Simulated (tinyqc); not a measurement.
# Finite-difference solution of the diffusion equation on a small grid, step by step

A worked calculation. Computed by tinyqc, a small Python program that keeps every step. Command: `OMP_NUM_THREADS=1 python tinyqc.py 3010794 3010795 out.jsonl fdiff walk`. One thread of a shared host (Intel(R) Xeon(R) Processor @ 2.30GHz), about 0.01 s of CPU time with the checks. Intermediate numbers are printed to about 6 digits and carried at full precision; extremes and crossings named in words are read from the listed rows.

dC/dt = D d2C/dx2 on nodes x_j = j dx, j = 0..9; the far end is sealed.

Inputs (values chosen for the exercise):
```
quantity           value              unit
diffusivity D         14            nm^2/s
grid spacing dx       10                nm
time step dt           2                 s
final time t_f        40                 s
surface value C_s     56  % of a reference
```

Boundary at x = 0: fixed surface value. Scheme: explicit.

start values C_j, j = 0, 1, ... (% of a reference): 0  0  0  0  0  0  0  0  0  0

## Mesh ratio and operator

The operator M acts as (M C)_j = C_(j-1) - 2 C_j + C_(j+1); at the sealed far end a mirror node gives 2 C_(N-2) - 2 C_(N-1); at j = 0, C_0 is held at C_s from the start (row of zeros). r = D dt/dx^2.

mesh ratio r = 0.28

operator M:
```
   0   1   2   3   4   5   6   7
0  0   0   0   0   0   0   0   0
1  1  -2   1   0   0   0   0   0
2  0   1  -2   1   0   0   0   0
3  0   0   1  -2   1   0   0   0
4  0   0   0   1  -2   1   0   0
5  0   0   0   0   1  -2   1   0
6  0   0   0   0   0   1  -2   1
7  0   0   0   0   0   0   1  -2
8  0   0   0   0   0   0   0   1
9  0   0   0   0   0   0   0   0

    8   9
0   0   0
1   0   0
2   0   0
3   0   0
4   0   0
5   0   0
6   0   0
7   1   0
8  -2   1
9   2  -2
```

## Amplification factors

The mode of M with eigenvalue mu has its amplitude multiplied per step by g = (1 + (1 - theta) r mu)/(1 - theta r mu), with theta = 0 explicit, 1 implicit, 1/2 Crank-Nicolson; the explicit scheme is stable for r up to 2/|mu_min|.

eigenvalues mu of M: -3.96962  -3.73205  -3.28558  -2.68404  -2.00000  -1.31596  -0.71442  -0.26795  -0.03038  0.00000

factors g: -0.11149  -0.04497  0.08004  0.24847  0.44000  0.63153  0.79996  0.92497  0.99149  1.00000

largest stable r of the explicit scheme = 0.503827

The smallest factor is -0.111: the shortest waves flip sign at each step while they decay.

## Time step 1

C at the start (%): 56  0  0  0  0  0  0  0  0  0

With r = D dt/dx^2: (1 - theta r M) C(new) = (1 + (1 - theta) r M) C(old); theta = 0 explicit, 1 implicit, 1/2 Crank-Nicolson.

C after step 1 (%): 56.00  15.68  0.00  0.00  0.00  0.00  0.00  0.00  0.00  0.00

## Time step 2

The formulas are those given above.

C after step 2 (%): 56.0000  22.5792  4.3904  0.0000  0.0000  0.0000  0.0000  0.0000  0.0000  0.0000

## All steps

The run takes n = round(t_f/dt) steps of length t_f/n. The dose is the trapezoidal sum of C dx; the error is the largest difference from exp(M D t/dx^2) C(0), the exact time evolution on the same grid.

Course of the run:
```
step  t (s)      C_1      C_5  dose (% nm)  largest error
1         2  15.6800  0.00000       436.80        3.53740
2         4  22.5792  0.00000       549.70        2.96868
3         6  26.8442  0.00000       643.27        2.29688
4         8  29.8025  0.00000       724.91        1.77956
5        10  32.0110  0.09638       798.26        1.40937
6        12  33.7408  0.30841       865.43        1.14348
7        14  35.1433  0.62607       927.76        0.94839
...     ...      ...      ...          ...            ...
14       28  40.6832  4.31785      1281.88        0.54162
15       30  41.1636  4.91032      1324.77        0.50420
16       32  41.6014  5.49974      1366.31        0.47053
17       34  42.0027  6.08324      1406.62        0.44016
18       36  42.3722  6.65878      1445.82        0.41272
19       38  42.7138  7.22492      1483.97        0.38783
20       40  43.0310  7.78071      1521.18        0.36520
```

C at the end (%): 56.0000  43.0310  31.1175  21.0684  13.2922  7.7807  4.2151  2.1329  1.0902  0.7791

largest error at t_f = 0.365198 %

final dose = 1521.18 % nm

final C_5 = 7.78071 %

The time-step error at the end is 0.37 on a scale of 56.0. The dose grows as material enters from the surface.

## The three schemes as the step is halved

Each run reaches t_f in n equal steps; errors are the largest difference from exp(M D t_f/dx^2) C(0). A dash marks unstable explicit runs.

Largest error at t_f (%):
```
steps n         r  explicit  implicit  Crank-Nicolson
4        1.400000         -   1.86642     3.22028e-01
8        0.700000         -   0.93353     4.15081e-02
16       0.350000  0.455382   0.46442     1.04297e-02
32       0.175000  0.229046   0.23133     2.61061e-03
64       0.087500  0.114837   0.11541     6.52847e-04
128      0.043750  0.057493   0.05764     1.63224e-04
256      0.021875  0.028765   0.02880     4.08068e-05
```

From the last two rows, halving the step divides the error by 2.00 (explicit), 2.00 (implicit), 4.00 (Crank-Nicolson): a factor 2 marks first order in dt and 4 second order. The explicit scheme needs n of at least 12 to be stable; the other two are stable at any step.

Checks made by the program: matrix exponential against 4096 Crank-Nicolson steps (relative difference 3e-09).
